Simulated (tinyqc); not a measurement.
From results back to parameters: linear model of a band gap against the share of exact exchange. Two cases, with inputs chosen for the exercise.

Problem. Gap and optical dielectric constant were computed at two shares alpha. They follow E = E0 + S alpha and eps = 1 + (e0 - 1)(EP/(EP + S alpha))^2.

Case 1.

Values chosen (out of a larger set: of the order of those of MgO; not measured data): al12 = (0.35, 0.4) (two shares of exact exchange).

gaps (eV): 8.01750  8.50000

eps: 2.786782  2.727739

Case 2.

Values chosen (out of a larger set: of the order of those of GaAs; not measured data): al12 = (0.25, 0.3) (two shares of exact exchange).

gaps (eV): 2.04500  2.34600

eps: 9.108573  8.722949

Find: S; E0; EP; e0.

Solution. The two gaps give S and E0. With q = sqrt((eps1 - 1)/(eps2 - 1)) = (EP + S alpha2)/(EP + S alpha1), EP = S (alpha2 - q alpha1)/(q - 1); e0 follows from either eps.

Case 1.

S = 9.65 eV
E0 = 4.64 eV
EP = 25.1 eV
e0 = 3.30

Case 2.

S = 6.02 eV
E0 = 0.54 eV
EP = 10.7 eV
e0 = 11.55

Computed by tinyqc, one run a case: `OMP_NUM_THREADS=1 python tinyqc.py N N+1 out.jsonl` with N = 1881246, 1881276; one thread of a shared Intel(R) Xeon(R) Processor @ 2.30GHz, about 0.01 s a run at most.
